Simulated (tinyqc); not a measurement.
Biaxial strain splits the top of the valence band: sp3s* tight binding, strained.

sp3s* tight binding, nearest neighbours only: anion (a) at 0, cation (c) at a/4 (1,1,1), orbitals s, px, py, pz, s* on each; k in units of 2 pi/a. With phases e_j = exp(i (pi/2) k.n_j) for n = (1,1,1), (1,-1,-1), (-1,1,-1), (-1,-1,1): g0 = (e1+e2+e3+e4)/4, g1 = (e1+e2-e3-e4)/4, g2 = (e1-e2+e3-e4)/4, g3 = (e1-e2-e3+e4)/4. The diagonal holds the levels Esa, Epa, Exa (s*) and Esc, Epc, Exc. Anion-cation block: <sa|sc> = Vss g0; <sa|xc> = Vsapc g1; <xa|sc> = -Vscpa g1; <xa|xc> = Vxx g0; <xa|yc> = <ya|xc> = Vxy g3, <xa|zc> = <za|xc> = Vxy g2, <ya|zc> = <za|yc> = Vxy g1; <s*a|xc> = Vxapc g1; <xa|s*c> = -Vpaxc g1; y and z take g2 and g3 in place of g1; s-s* and s*-s* vanish.

Strain e moves each bond vector to d = (1 + e) d0 (no internal displacement for the diagonal strains used here) and k is given in fractions of the strained reciprocal cell, so the phases stay. Two-centre values Vss_sigma = Vss/4, Vsp_sigma = sqrt3 V/4 for each s-p and s*-p pair, Vpp_sigma = (Vxx + 2 Vxy)/4, Vpp_pi = (Vxx - Vxy)/4 are scaled by (d0/d)^eta and combined with the new direction cosines; the levels on the diagonal stay.

Parameters, chosen for this exercise (near a published set for GaSb, fitted to gaps, whose masses and valley positions are rough; the results hold for these values, not for the real material):

| symbol | value | unit | meaning |
|---|---|---|---|
| Esa | -7.299 | eV | s level of the anion |
| Epa | 0.854 | eV | p level of the anion |
| Esc | -3.887 | eV | s level of the cation |
| Epc | 2.919 | eV | p level of the cation |
| Exa | 6.631 | eV | s* level of the anion |
| Exc | 5.992 | eV | s* level of the cation |
| Vss | -6.152 | eV | s-s |
| Vxx | 1.583 | eV | px-px |
| Vxy | 4.128 | eV | px-py |
| Vsapc | 4.952 | eV | s anion, p cation |
| Vscpa | 4.655 | eV | s cation, p anion |
| Vxapc | 4.997 | eV | s* anion, p cation |
| Vpaxc | 4.207 | eV | p anion, s* cation |
| eta | 2 |  | scaling exponent |
| D001 | 0.95 |  | ratio -ezz/exx |

No spin-orbit coupling; k = 0; exx = eyy = e, ezz = -D001 e. The four bonds keep equal lengths, and the sums over them give Vxx(e) for px and py and Vzz(e) for pz; each level is the lower root of [[Epa, V], [V, Epc]], and the s level the upper root of the s block. The shear potential b follows from E(x,y) - E(z) = 3 b (exx - ezz), taken as the slope between e = -0.005 and 0.005.

Couplings and levels at Gamma (eV):

| e | ezz | Vxx(e) | Vzz(e) | E(x,y) | E(z) | E(x,y) - E(z) (meV) | upper s level |
|---|---|---|---|---|---|---|---|
| -0.020 | 0.0190 | 1.4946 | 1.8254 | 0.0699 | -0.2106 | 280.6 | 0.8730 |
| -0.010 | 0.0095 | 1.5396 | 1.7028 | 0.0327 | -0.1049 | 137.6 | 0.8324 |
| -0.005 | 0.0047 | 1.5615 | 1.6426 | 0.0145 | -0.0536 | 68.1 | 0.8118 |
| 0.005 | -0.0047 | 1.6041 | 1.5241 | -0.0212 | 0.0456 | -66.7 | 0.7703 |
| 0.010 | -0.0095 | 1.6248 | 1.4660 | -0.0386 | 0.0934 | -132.0 | 0.7494 |
| 0.020 | -0.0190 | 1.6649 | 1.3518 | -0.0726 | 0.1855 | -258.0 | 0.7071 |

b = -2.305 eV

What can be read from this table?

Under tension in the plane (e > 0) the bonds tilt towards the plane, Vxx grows to 1.6248 and Vzz falls to 1.4660 eV at e = 0.01, and the pz state forms the top of the valence band, by 132.0 meV; under compression (e = -0.01) the px, py pair does, by 137.6 meV. The slope gives b = -2.30 eV, a rough value, since on-site strain terms are left out (measured values lie near -2 eV).

Computed by tinyqc, a small Python program: `OMP_NUM_THREADS=1 python tinyqc.py 1481945 1481946 out.jsonl` (the numbers bound the seed that draws the inputs); one thread of a shared host (Intel(R) Xeon(R) Processor @ 2.30GHz), about 0.07 s for the whole set of steps.
